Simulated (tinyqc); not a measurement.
Band bending at a free surface with a continuum of surface states, surface photovoltage and Kelvin probe: two steps of the calculation.

n-type bulk, xi = Ec - EF = Vt ln(Nc/Nd), p0 = ni^2/Nd, ni = sqrt(Nc Nv) exp(-Eg/(2 Vt)), Eg in volts. b is the upward band bending, u = b/Vt. Space charge per area, in units of q: Qc = sign(b) sqrt((2 eps0 eps_r Vt/q) [(Nd + dn)(exp(-u) - 1) + Nd u + (p0 + dn)(exp(u) - 1)]), with dn the excess density under light (flat quasi-Fermi levels; 0 in the dark). The states hold -Ds (E0 - xi - b): negative while the Fermi level lies above the neutrality level. Neutrality: Qc + Qf + (charge of the states) = 0.

Inputs (values chosen for the exercise); band and dielectric values those of a made-up semiconductor: temperature T = 350 K; band gap Eg = 1.21 eV; relative permittivity eps_r = 9.07; conduction-band density of states at T Nc = 3.87e19 cm^-3; valence-band density of states at T Nv = 3.87e19 cm^-3; electron affinity chi = 3.15 eV; donor density Nd = 6.7e16 cm^-3; fixed positive charge at the surface Qf = 0 cm^-2; density of surface states Ds = 1.1e12 cm^-2 eV^-1; depth of their neutrality level below the conduction edge E0 = 0.64 eV.

Constants: q = 1.602176634e-19 C, kB = 1.380649e-23 J/K, Vt = kB T/q, eps0 = 8.8541878128e-14 F/cm where lengths are in cm. Results are converted to the units shown.

Question 1. Bulk quantities. xi, ni, p0, the Debye length sqrt(eps0 eps_r Vt/(q Nd)) and the flat-band work function chi + xi.

Wanted: xi; ni; p0; Debye length; chi + xi.

Answer 1.

xi = 0.1918 eV
ni = 7.518e10 cm^-3
p0 = 8.436e4 cm^-3
Debye length = 15.02 nm
chi + xi = 3.342 eV

Question 2. Band bending in the dark. Newton step: b(new) = b - (Qc + Qf - Ds (E0 - xi - b))/(dQc/db + Ds), dQc/db = (eps0 eps_r/q) [Nd (1 - exp(-u)) + p0 exp(u)]/Qc.

b at the start = 0.36 V

Wanted: b after iteration 1.

Answer 2.

b after iteration 1 = 0.15396 V

tinyqc, about 0.01 s, one thread, Intel Xeon 2.30GHz (shared host): `OMP_NUM_THREADS=1 python tinyqc.py 2430112 2430113 out.jsonl`
